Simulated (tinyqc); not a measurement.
Keating valence-force model of a tetrahedral crystal: one step, computed by the program tinyqc. Command: `OMP_NUM_THREADS=1 python tinyqc.py 3031431 3031432 out.jsonl keating walk`. One thread of a shared host (Intel(R) Xeon(R) Processor @ 2.30GHz), about 0.03 s of CPU time with the checks.

Atom A sits at 0 and atom B at a/4 (1,1,1) of an fcc lattice; the four bonds from A are t = a/4 (1,1,1), a/4 (1,-1,-1), a/4 (-1,1,-1), a/4 (-1,-1,1), of length d = sqrt(3) a/4. Energy: E = (3 alpha/(8 d^2)) sum over bonds (r.r - d^2)^2 + (3 beta/(8 d^2)) sum over pairs of bonds at one atom (r_i.r_j + d^2/3)^2, with beta_A for the six pairs at A and beta_B for the six at B. The cell holds two atoms, Omega = a^3/4. 1 N/m = 1 J/m^2. With constants fitted to the elastic moduli this model puts optical and zone-boundary frequencies of real crystals too high, by up to about 20 % in elemental crystals and up to about 50 % in compounds, and mostly by more for TA modes; in compounds the lattice part of the static dielectric constant then comes out too low.

Question. Frequencies at q. Diagonalise the Hermitian matrix D. An eigenvalue lambda of D in eV/(angstrom^2 u) gives nu = 15.6333042 THz x sqrt(lambda). The weight on A is the sum of |e|^2 over the three components of atom A.

Structure: zinc blende.

D(q) (eV/(angstrom^2 u)), rows A x, A y, A z, B x, B y, B z:
```
[[0.2370166, 0.0071529, 0.0000000+0.0098451i, -0.1729832, 0.0674348, 0.0000000-0.0489943i],
 [0.0071529, 0.2175586, 0.0000000+0.0032297i, 0.0674348, -0.1729832, 0.0000000-0.1493516i],
 [0.0000000-0.0098451i, 0.0000000-0.0032297i, 0.2196573, 0.0000000-0.0489943i, 0.0000000-0.1493516i, -0.1729832],
 [-0.1729832, 0.0674348, 0.0000000+0.0489943i, 0.5335744, 0.0161027, 0.0000000-0.0221634i],
 [0.0674348, -0.1729832, 0.0000000+0.1493516i, 0.0161027, 0.4897703, 0.0000000-0.0072706i],
 [0.0000000+0.0489943i, 0.0000000+0.1493516i, -0.1729832, 0.0000000+0.0221634i, 0.0000000+0.0072706i, 0.4944950]]
```

Constants: nu for 1 eV/(angstrom^2 u) = 15.6333042 THz.

Give: frequencies; weights on atom A.

Answer.

frequencies (THz): [3.91, 4.62, 6.30, 11.90, 12.49, 12.72]

weights on atom A: [0.7343, 0.7543, 0.8335, 0.1860, 0.2690, 0.2229]
